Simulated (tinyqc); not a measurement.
Ballistic Schottky-barrier transistor with a two-dimensional channel, WKB contacts: ambipolar transfer curve.

Source Fermi level 0, drain Fermi level -Vd. Far from the contacts Ec = pn - psi, and the gate moves psi one to one; the band edges relax as exp(-x/lam) from pn at the source and pn - Vd at the drain; Ev = Ec - Eg. A carrier of energy w inside the channel band meets at a contact a barrier of height D (the contact edge beyond the channel edge): T = 1 for w >= D, else exp(-S), S = 4 lam sqrt(m/C) [sqrt(D - w) - sqrt(w) arctan sqrt((D - w)/w)], C = hbar^2/(2 m0). The two contacts combine as Ts Td/(Ts + Td - Ts Td).

I/W = g (2 q^2/h) int T(w) [N(Es + w) - N(Ed + w)] dw with w the energy of motion along the channel, N(y) = (1/2 pi) sqrt(pi m kB T/C) Fm(-y/kB T), Fm(x) = (1/sqrt(pi)) int_0^infinity u^(-1/2)/(1 + exp(u - x)) du. Electrons: Ds = psi, Dd = psi - Vd, Es = Ec, Ed = Ec + Vd. Holes: Ds = -psi, Dd = Vd - psi, Es = -Ev, Ed = -Ev - Vd. The size of each current is taken; both flow from drain to source and add. The integrals are converged. Swing = d(psi)/d(log10 I).

Inputs (values chosen for the exercise); channel values close to those of a tungsten diselenide layer:
- T = 300 K (temperature)
- Eg = 1.4 eV (band gap)
- pn = 0.93 eV (barrier for electrons at both contacts)
- mn = 0.34 m0 (electron mass)
- mp = 0.4 m0 (hole mass)
- g = 2 (valleys or subbands)
- lam = 4 nm (screening length at the contacts)
- Vd = 0.5 V (drain bias)

Constants: q = 1.602176634e-19 C, kB = 1.380649e-23 J/K, hbar = 1.054571817e-34 J s, h = 6.62607015e-34 J s, m0 = 9.1093837015e-31 kg, Vt = kB T/q, hbar^2/(2 m0) = 0.0380998212 eV nm^2. Results are converted to the units shown.

Ambipolar transfer curve:
```
ps (V)  electrons (uA/um)  holes (uA/um)  I (uA/um)  swing (mV/decade)
-0.38           5.341e-20         0.6024     0.6024             -213.8
-0.24           1.201e-17         0.1097     0.1097             -170.1
-0.11           1.834e-15        0.01682    0.01682             -154.1
0.02            1.819e-13       0.002495   0.002495             -162.5
0.15            8.122e-13       4.338e-4   4.338e-4             -181.0
0.29            4.428e-12       8.175e-5   8.175e-5             -206.3
0.42            2.643e-11       2.036e-5   2.036e-5             -218.3
0.55            1.927e-10       1.082e-6   1.082e-6             -59.54
0.68             1.676e-9       7.086e-9   8.762e-9             -82.28
0.82             2.038e-8      3.151e-11   2.041e-8              125.7
0.95             2.371e-7      2.064e-13   2.371e-7              119.2
1.08             3.052e-6      1.351e-15   3.052e-6              116.1
```

What does the table show?

I goes from 0.602 through a minimum of 8.76e-9 (at ps = 0.68 V among the rows listed) to 3.05e-6 uA/um; the exact minimum lies at psi = 0.720 V. Holes carry the left branch and electrons the right. The ratio of the last row to the smallest is 348 and of the first row 6.87e7, with barriers of 0.93 eV for electrons and 0.470 eV for holes. The steepest swing among the rows is 59.5 mV/decade, against the thermionic limit 59.5.

Range of the model: No scattering, image-force lowering, channel charge or band-to-band tunnelling; parabolic kappa overstates S deep in the gap.

Program tinyqc, `OMP_NUM_THREADS=1 python tinyqc.py 2390106 2390107 out.jsonl`; Intel Xeon 2.30GHz, shared host, one thread, about 0.3 s.
